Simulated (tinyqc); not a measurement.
Inside a calculation. Model: strained alloy layer of InAs and AlAs on (001) InP, model-solid band line-up.

Numbers from tinyqc (`OMP_NUM_THREADS=1 python tinyqc.py 2690134 2690135 out.jsonl`; about 0.01 s on one thread of a shared Intel Xeon 2.30GHz). Printed values are rounded.

The layer is x parts of the first compound and 1 - x of the second, grown coherently on the third as substrate and barrier. Rows of the table: lattice constant a, average valence level Ea on an absolute scale, spin-orbit splitting so, gaps at Gamma, X and L, hydrostatic deformation potentials av and ac (Gamma), shear potential b, elastic constants, electron and heavy-hole (along z) masses. All are interpolated linearly in x; gaps get -C x (1 - x), taken wholly in the conduction band; real line-ups can differ from this model by 0.1 eV or more.

Parameters, values chosen for the exercise: fraction of the first compound in the layer x = 0.45; bowing of the Gamma gap CG = 0.7 eV; bowing of the X gap CX = 0 eV; bowing of the L gap CL = 0 eV.

## Relaxed alloy and strain

Binary compounds, values chosen for the exercise:

|  | close to InAs | close to AlAs | close to InP |
|---|---|---|---|
| a (angstrom) | 6.058 | 5.661 | 5.869 |
| Ea (eV) | -6.67 | -7.49 | -7.04 |
| so (eV) | 0.378 | 0.28 | 0.11 |
| EG (eV) | 0.359 | 3.03 | 1.35 |
| EX (eV) | 1.38 | 2.19 | 2.17 |
| EL (eV) | 1.08 | 2.36 | 1.91 |
| av (eV) | 0.992 | 2.46 | 1.28 |
| ac (eV) | -5.08 | -5.63 | -5.06 |
| b (eV) | -1.81 | -1.48 | -1.7 |
| c11 (GPa) | 83.1 | 127 | 102 |
| c12 (GPa) | 44.8 | 53.1 | 56.7 |
| me (m0) | 0.0232 | 0.148 | 0.0804 |
| mh (m0) | 0.331 | 0.472 | 0.53 |

In-plane strain e = (a_substrate - a)/a, e_z = -2 (c12/c11) e, volume change 2 e + e_z.

a = 5.839650 angstrom
Gamma gap = 1.654800 eV
X gap = 1.825500 eV
L gap = 1.784 eV
e = 0.5025986 %
e_z = -0.4626935 %
volume change = 0.5425038 %

The relaxed alloy has its lowest gap at Gamma (direct). The layer is under tensile in-plane strain.

## Band edges and offsets

In-plane strain e = (a_substrate - a)/a, e_z = -2 (c12/c11) e, volume change 2 e + e_z. With v = 2 e + e_z and d = 2 b (e_z - e): Eav = Ea + av v; E_hh = Eav + so/3 - d/2; E_lh = Eav - so/6 + d/4 + sqrt(so^2 + so d + 9 d^2/4)/2; E_c = Ea + so/3 + EG + ac v (Gamma). Substrate: E_v = Ea + so/3, E_c = E_v + EG. Well depths: dEc = E_c(substrate) - E_c, dEhh = E_hh - E_v(substrate), dElh likewise; strained Gamma gap E_c - max(E_hh, E_lh); positive values confine carriers in the layer.

d = 0.03143956 eV
E_hh = -7.018925 eV
E_lh = -6.986037 eV
E_c = -5.387367 eV
strained Gamma gap = 1.598670 eV
dEc = -0.2659664 eV
dEhh = -0.01559130 eV
dElh = 0.01729646 eV

The light-hole band lies on top, by 32.9 meV. At Gamma the line-up is type II, holes in the layer and electrons outside.

## Critical thickness

In-plane strain e = (a_substrate - a)/a. Matthews-Blakeslee for 60-degree dislocations in a single layer: hc = k (ln(hc/bv) + 1), k = bv (1 - nu/4)/(4 pi |e| (1 + nu)), nu = c12/(c11 + c12), bv = a/sqrt(2); the larger root.

nu = 0.3152098
bv = 0.4129256 nm
hc = 22.98498 nm

The layer, Lw = 7.7 nm, is thinner than hc, so it stays coherent by this criterion.
